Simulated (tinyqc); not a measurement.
Thickness of the film: ellipsoidal valleys in the axes of a wafer and a channel.

Valleys with axes a along [111], [1-1-1], [-11-1] and [-1-11], one whole valley each; inverse mass tensor w = 1/mt + (1/ml - 1/mt) a a. Device axes: z = nz/|nz|, x = nx/|nx|, y = z cross x; in them a = (ax, ay, az). Confinement mass mz = 1/w_zz. In the plane w_ij is replaced by u_ij = w_ij - w_iz w_jz/w_zz (i, j = x, y); density-of-states mass md = 1/sqrt(det u); conductivity mass along x mc = 1/u_xx; ballistic transport mass mx = u_yy/det u, width mass my = 1/u_yy.

Hard walls: E_n = c (n pi/t)^2/mz, c = hbar^2/2m0, n = 1, 2, 3. Non-degenerate share of a valley proportional to md sum_n exp(-E_n/kT); mean 1/mc = sum of share/mc. 1 nm = 10 angstrom.

Constants: hbar^2/2m0 = 3.80998211 eV angstrom^2; kB = 8.617333262e-05 eV/K.

Parameters, chosen for this exercise (near those of the L valleys of Ge; shifted at random, so the results belong to these values and not to a real crystal):

| symbol | value | unit | meaning |
|---|---|---|---|
| ml | 1.554 | m0 | longitudinal mass |
| mt | 0.081 | m0 | transverse mass |
| nz | (1, 1, 2) |  | surface normal (confinement) |
| nx | (1, 1, -1) |  | channel direction |
| T | 400 | K | temperature |

Share of the lowest ladder and mean conductivity mass.

Results:

| t (nm) | lowest E1 (meV) | spread of E1 (meV) | share of the lowest ladder | mean mc |
|---|---|---|---|---|
| 2.0 | 182.7 | 977.9 | 1.000 | 0.2447 |
| 3.0 | 81.2 | 434.6 | 1.000 | 0.2445 |
| 4.0 | 45.7 | 244.5 | 0.977 | 0.2370 |
| 5.0 | 29.2 | 156.5 | 0.860 | 0.2085 |
| 7.0 | 14.9 | 79.8 | 0.557 | 0.1681 |
| 10.0 | 7.3 | 39.1 | 0.378 | 0.1571 |
| 14.0 | 3.7 | 20.0 | 0.296 | 0.1532 |

What can be read from this table?

The spread falls as 1/t^2 and passes kT = 34.5 meV between t = 10 and 14 nm; the share of the lowest ladder goes from 1.000 to 0.296 and the mean mass goes from 0.2447 to 0.1532, against 0.1531 for equal shares, the limit of a thick film (the bulk value 3/(1/ml + 2/mt) is 0.1184; the two differ since axes are tilted in the x-z plane and in a quantised film no valley carries current across it; once scattering blurs the subbands the bulk value returns). Three subbands a valley become too few once E3 nears kT. In the thinnest rows E1 (183 meV) is beyond the parabolic range, and the Delta valleys can pass below.

Computed by tinyqc, a small Python program: `OMP_NUM_THREADS=1 python tinyqc.py 1850017 1850018 out.jsonl` (the numbers bound the seed that draws the inputs); one thread of a shared host (Intel(R) Xeon(R) Processor @ 2.30GHz), about 0.01 s for the whole set of steps.
